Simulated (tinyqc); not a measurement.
One-dimensional ballistic tunnel FET, two-band WKB: two steps of the calculation.

A p-type source for x < 0 with its Fermi level at 0 and its valence edge at ds; in the channel the bands fall as D exp(-x/lam) towards their flat values, with the conduction edge at Ec = ds - dP and D = dP + Eg. The gate moves dP one to one. The drain Fermi level lies at -Vd and the drain side reflects nothing. For w = E - Ec between 0 and dP an electron crosses the gap. Two-band dispersion with equal masses m: inside the gap kappa = sqrt(m u (1 - u/Eg)/C), u the distance from a band edge, C = hbar^2/(2 m0).

Parameters, values chosen for the exercise; band and dielectric values close to those of germanium: temperature T = 300 K; band gap Eg = 0.655 eV; band-edge mass of the two-band model m = 0.049 m0; screening length of the source junction lam = 3.9 nm; source valence edge above the source Fermi level ds = 0.14 eV; drain bias Vd = 0.5 V; number of degenerate subbands (spin apart) g = 2; tunnelling window Ev(source) - Ec(channel) dP = 0.18 eV; energy above the channel conduction edge w0 = 0.08 eV; cells of the path nc = 9; points of the energy grid nE = 9.

Constants: q = 1.602176634e-19 C, kB = 1.380649e-23 J/K, hbar = 1.054571817e-34 J s, h = 6.62607015e-34 J s, m0 = 9.1093837015e-31 kg, Vt = kB T/q, hbar^2/(2 m0) = 0.0380998212 eV nm^2. Results are converted to the units shown.

Task 1. The path through the gap by the midpoint rule. At w = w0 the path runs from xa = lam ln(D/(w + Eg)) to xb = lam ln(D/w); u(x) = w + Eg - D exp(-x/lam) is the height above the valence edge. Cut it into nc equal cells: S = 2 (cell width) times the sum of kappa at the centres.

Wanted: xa; xb; x; u; kappa; S.

Result 1.

xa = 0.4975 nm
xb = 9.147 nm

| cell | x (nm) | u (eV) | kappa (1/nm) |
|---|---|---|---|
| 0 | 0.978 | 0.0852 | 0.3088 |
| 1 | 1.939 | 0.2271 | 0.4368 |
| 2 | 2.900 | 0.3381 | 0.4587 |
| 3 | 3.861 | 0.4248 | 0.4382 |
| 4 | 4.822 | 0.4925 | 0.3964 |
| 5 | 5.783 | 0.5455 | 0.3425 |
| 6 | 6.744 | 0.5869 | 0.2802 |
| 7 | 7.705 | 0.6192 | 0.2086 |
| 8 | 8.667 | 0.6445 | 0.1152 |

S = 5.738

Task 2. Current on a coarse grid. S(w) = 2 lam int_0^Eg kappa(u) du/(w + Eg - u) = 2 pi lam sqrt(m/(C Eg)) [w + Eg/2 - sqrt(w (w + Eg))], T(w) = exp(-S). I = g (2 q^2/h) int_0^dP T(w) [f(E) - f(E + Vd)] dw, E = ds - dP + w, f(x) = 1/(1 + exp(x/Vt)). Simpson's rule on nE equally spaced points.

Find: w; T(w); difference of the f; I.

Result 2.

| point | w (eV) | T(w) | difference of the f |
|---|---|---|---|
| 0 | 0.0000 | 1.307e-5 | 0.8245 |
| 1 | 0.0225 | 4.186e-4 | 0.6631 |
| 2 | 0.0450 | 0.001235 | 0.4518 |
| 3 | 0.0675 | 0.002528 | 0.2566 |
| 4 | 0.0900 | 0.004320 | 0.1263 |
| 5 | 0.1125 | 0.006614 | 0.05709 |
| 6 | 0.1350 | 0.009398 | 0.02473 |
| 7 | 0.1575 | 0.01265 | 0.01051 |
| 8 | 0.1800 | 0.01634 | 0.004428 |

I = 0.009882 uA

Range of the model: The two-band model describes a direct gap; phonon-assisted tunnelling across an indirect gap is left out.

Computed by the program tinyqc: `OMP_NUM_THREADS=1 python tinyqc.py 2620024 2620025 out.jsonl`, one thread of a shared Intel Xeon 2.30GHz, about 0.01 s for the whole run.
